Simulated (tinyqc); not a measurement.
Worked calculation: coupled-perturbed Hartree-Fock on RHF in the sto-3g basis, for HeH+, spin multiplicity 1. Computed by tinyqc, a small Python program that keeps every step (integrals from PySCF). Settings: charge = 1, multiplicity = 1, basis = sto-3g, method = RHF, energy threshold = 1e-10, iteration cap = 66, orthogonalisation = canonical, start = atomic densities, DIIS depth = 6. Command: `OMP_NUM_THREADS=1 python tinyqc.py 24972 24973 out.jsonl` (the two numbers bound the seeds that draw the settings). One thread of a shared host (Intel(R) Xeon(R) Processor @ 2.60GHz), about 0.3 s of CPU time with the checks. The early iterations of the SCF are left out here.

## One-electron integrals

Geometry (angstrom):
```
atom,x,y,z
He,0.000000,0.000000,0.000000
H,0.000000,0.000000,0.664000
```

Basis sto-3g: exponents (1/bohr^2) and contraction coefficients of normalised primitives:
```
element,l (shell),exponent,coefficient
He,s (1),6.362421,0.154329
He,s (1),1.158923,0.535328
He,s (1),0.313650,0.444635
H,s (1),3.425251,0.154329
H,s (1),0.623914,0.535328
H,s (1),0.168855,0.444635
```

Overlap, kinetic and nuclear-attraction integrals over the contracted functions; the nuclear repulsion is the sum of Za Zb / Rab.

nuclear repulsion = 1.59390726 hartree

overlap S:
```
,1He 1s,2H 1s
1He 1s,1.000000,0.615511
2H 1s,0.615511,1.000000
```

kinetic energy T (hartree):
```
,1He 1s,2H 1s
1He 1s,1.411763,0.281663
2H 1s,0.281663,0.760032
```

nuclear attraction V (hartree):
```
,1He 1s,2H 1s
1He 1s,-4.104902,-1.977183
2H 1s,-1.977183,-2.639285
```

core Hamiltonian H = T + V (hartree):
```
,1He 1s,2H 1s
1He 1s,-2.693139,-1.695520
2H 1s,-1.695520,-1.879253
```

## Two-electron integrals

Functions are numbered as in S; the eight-fold symmetry (ij|kl) = (ji|kl) = (kl|ij) leaves the list below.

Two-electron integrals (ij|kl) in chemists' order, unique and non-zero (hartree):
```
i,j,k,l,(ij|kl)
1,1,1,1,1.055713
2,1,1,1,0.525774
2,1,2,1,0.304099
2,2,1,1,0.643474
2,2,2,1,0.439962
2,2,2,2,0.774606
```

## Orthogonalisation

S = U s U^T; canonical form X = U s^(-1/2), so that X^T S X = 1. Each column of U has its largest component positive (the first on a tie).

eigenvalues of S: 0.384489  1.615511

X:
```
,1,2
1He 1s,1.140364,0.556327
2H 1s,-1.140364,0.556327
```

## Iteration 9 (converged): orbitals

converged F (hartree):
```
,1He 1s,2H 1s
1He 1s,-1.683402,-1.238860
2H 1s,-1.238860,-0.962054
```

Diagonalise F' = X^T F X, C = X C', fill 1 alpha and 1 beta electrons from the bottom; D = 2 C_occ C_occ^T. Each column has its largest component positive (the first on a tie).

F' = X^T F X (hartree):
```
,1,2
1,-0.218128,-0.457634
2,-0.457634,-1.585620
```

orbital energies (hartree): MO1 -1.724636, MO2 -0.079113

coefficients C:
```
,MO1,MO2
1He 1s,0.863763,-0.929431
2H 1s,0.200855,1.252831
```

D after iteration 9:
```
,1He 1s,2H 1s
1He 1s,1.492173,0.346982
2H 1s,0.346982,0.080685
```

## Convergence

Stop when the energy changes by less than 1e-10 hartree and every element of the error matrix X^T (F D S - S D F) X is below 3e-06.

Course of the cycle:
```
iteration,E (hartree),change,largest element of the error matrix
1,-2.28741363,-,2.55e-01
2,-2.80398557,-5.17e-01,2.28e-02
3,-2.80416287,-1.77e-04,4.82e-03
4,-2.80416779,-4.92e-06,3.07e-03
5,-2.80416923,-1.44e-06,2.31e-03
6,-2.80416987,-6.39e-07,1.88e-03
7,-2.80417022,-3.48e-07,1.60e-03
8,-2.80417113,-9.09e-07,3.64e-06
9,-2.80417113,-4.67e-12,2.38e-07
```

PySCF RHF in the same basis = -2.80417113 hartree

Converged in 9 iterations.

## Integrals over molecular orbitals

(pq|rs) = sum C_ip C_jq C_kr C_ls (ij|kl), one index at a time.

one-electron integrals over orbitals h = C^T H C (hartree):
```
,1,2
1,-2.673442,0.170900
2,0.170900,-1.327501
```

Two-electron integrals over orbitals (pq|rs), unique and non-zero (hartree):
```
p,q,r,s,(pq|rs)
1,1,1,1,0.948806
2,1,1,1,-0.170900
2,1,2,1,0.155648
2,2,1,1,0.702018
2,2,2,1,0.018933
2,2,2,2,0.758488
```

## Response to a field: uncoupled start

dipole integrals <a|z|i> (bohr):
```
,i1
a2,0.599165
```

Field along z; U_ai = -mu_ai / (e_a - e_i), alpha = -4 sum U_ai mu_ai.

uncoupled U:
```
,i1
a2,-0.364118
```

uncoupled polarisability = 0.872667 bohr^3

## Coupled step 1

U_ai = -(mu_ai + sum_bj [4 (ai|bj) - (ab|ij) - (aj|bi)] U_bj) / (e_a - e_i); alpha = -4 sum U_ai mu_ai.

U after step 1:
```
,i1
a2,-0.416135
```

polarisability = 0.997334 bohr^3

## Coupled step 2

As before.

U after step 2:
```
,i1
a2,-0.423566
```

polarisability = 1.015143 bohr^3

## Coupled polarisability

Repeat until U stops changing; compare with -d2E/dF2.

Course of the coupled iterations:
```
step,alpha (bohr^3)
0,0.872667
1,0.997334
2,1.015143
3,1.017687
4,1.018051
5,1.018103
6,1.018110
7,1.018111
8,1.018111
9,1.018112
```

coupled polarisability = 1.018112 bohr^3

finite-field check, fields of +/-0.001 au = 1.018112 bohr^3
